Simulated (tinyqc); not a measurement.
Coverage and depolarisation: effective work function and flat-band voltage of a metal/high-k/SiO2/Si stack with a dipole layer.

Constants: e^2/(4 pi eps0) = 14.39964547 eV angstrom.

Values chosen for the exercise (a stack on Si capped with an aluminium-like oxide; not measured data):
```
symbol  value  unit        meaning
qd      0.53   e           charge of a dipole
dd      1.2    angstrom    its length
ed      10.2               dielectric constant in the dipole layer
al      2.3    angstrom^3  polarisability volume of a dipole
```

Size of the step: linear D0 = 4 pi e2 N qd dd/ed, and D0/(1 + 9 al N^(3/2)), N in angstrom^-2, a Topping factor applied on top of ed as a model choice.

Results:
```
N (cm^-2)  D0 (eV)  9 al N^(3/2)  D (eV)
2.0e+13     0.0226        0.0019  0.0225
5.0e+13     0.0564        0.0073  0.0560
1.0e+14     0.1128        0.0207  0.1105
2.0e+14     0.2257        0.0585  0.2132
4.0e+14     0.4513        0.1656  0.3872
7.0e+14     0.7898        0.3834  0.5709
1.0e+15     1.1283        0.6546  0.6819
```

Depolarisation takes off 2.0 % at 1e14 and 28 % at 7e14 cm^-2. D would peak at N = (2/(9 al))^(2/3) = 2.1e+15 cm^-2, beyond the table.

(tinyqc, `OMP_NUM_THREADS=1 python tinyqc.py 1850409 1850410 out.jsonl`, Intel(R) Xeon(R) Processor @ 2.30GHz, 1 thread, shared host, about 0.01 s.)
